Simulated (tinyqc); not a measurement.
# Bias-temperature instability from a Gaussian distribution of capture and emission barriers, step by step

A worked calculation. Computed by tinyqc, a small Python program that keeps every step. Command: `OMP_NUM_THREADS=1 python tinyqc.py 3004963 3004964 out.jsonl bti walk`. One thread of a shared host (Intel(R) Xeon(R) Processor @ 2.30GHz), about 0.01 s of CPU time with the checks. Intermediate numbers are printed to about 6 digits and carried at full precision; extremes and crossings named in words are read from the listed rows.

Each trap has a capture time tau_0 exp(E_c/(k_B T)) under stress and an emission time tau_0 exp(E_e/(k_B T)) after it. E_c is Gaussian, and E_e = E_c + d with d Gaussian and independent. A trap counts as filled once t_s exceeds its capture time and as emptied once t_r exceeds its emission time.

Inputs (values chosen for the exercise, for a model p-channel transistor): shift with all traps filled V_max = 270 mV; mean capture barrier at zero field mu_c = 1.91 eV; spread of capture barriers sigma_c = 0.31 eV; lowering of mu_c per field k_F = 0.058 eV/(MV/cm); oxide field F = 5.7 MV/cm; mean of E_e - E_c at the stress field, delta = -0.089 eV; spread of E_e - E_c, sigma_d = 0.18 eV; time constant tau_0 = 1e-11 s; temperature T = 60 C; stress time t_s = 200 s; recovery time t_r = 0.03 s; failure criterion = 30 mV.

Constants: k_B = 8.617333262e-05 eV/K.

## Stress

Demarcation energies E_s = k_B T ln(t_s/tau_0), E_r = k_B T ln(t_r/tau_0); mean barrier mu = mu_c - k_F F; z = (E_s - mu)/sigma_c; Phi is the standard normal distribution. Temperatures in kelvin are T(C) + 273.15. Shift without recovery dV0 = V_max Phi(z); local time exponent n = d ln dV0/d ln t_s = (k_B T/sigma_c) exp(-z^2/2)/(sqrt(2 pi) Phi(z)); apparent activation energy n E_s.

E_s = 0.879253 eV

mean barrier mu = 1.5794 eV

z = -2.25854

shift without recovery dV0 = 3.22812 mV

time exponent n = 0.241161

apparent activation energy = 0.212041 eV

The stress has filled 1.2 % of the traps. The apparent energy 0.212 eV is only the share n of the barriers near 0.88 eV that are being crossed.

## Recovery

Remaining shift dV = V_max int_(-infinity)^(E_s) g(E_c) [1 - Phi((E_r - E_c - delta)/sigma_d)] dE_c, g the Gaussian density of E_c (Gauss-Legendre, 120 points over 7 sigma_c below E_s).

E_r = 0.626477 eV

remaining shift dV = 2.00080 mV

remaining share dV/dV0 = 0.619804

A measurement delay of t_r hides 38 % of the shift.

## Lifetime

Solve V_max Phi(z) = criterion for t_s; the power-law extrapolation from the stress point is t_s (criterion/dV0)^(1/n); 1 year = 3.15576e7 s.

log10 of the lifetime in s = 7.16834

log10 of the power-law estimate in s = 6.31566

The power law gives a time shorter by 0.85 decades, since n falls as traps fill; ten years is log10 = 8.50.

## What a measurement delay does to the time exponent

Columns: no delay, and delays of 1 us, 1 ms and 1 s.

Shift (mV):
```
t_s (s)   no delay     1 us     1 ms      1 s
1.00e+00    0.8065   0.6930   0.4354   0.1448
1.00e+01    1.5138   1.3800   0.9937   0.4172
1.00e+02    2.7261   2.5780   2.0587   1.0581
1.00e+03    4.7118   4.5550   3.9195   2.3854
1.00e+04    7.8201   7.6590   6.9375   4.8348
1.00e+05   12.4703  12.3074  11.5322   8.9160
1.00e+06   19.1191  18.9555  18.1520  15.1435
1.00e+07   28.2044  28.0406  27.2245  23.9625
```

Between 10 and 1000 s the apparent exponent is 0.247 without delay, 0.259 at 1 us, 0.298 at 1 ms and 0.379 at 1 s: a slow measurement loses more of a short stress than of a long one, which steepens the curve. Without delay the exponent falls from 0.273 to 0.169 over the table, so the growth is not a true power law. Caution: step-function filling and one Gaussian population are simplifications; real devices show several populations.

Checks made by the program: time exponent against a finite difference (relative difference below 1e-10).
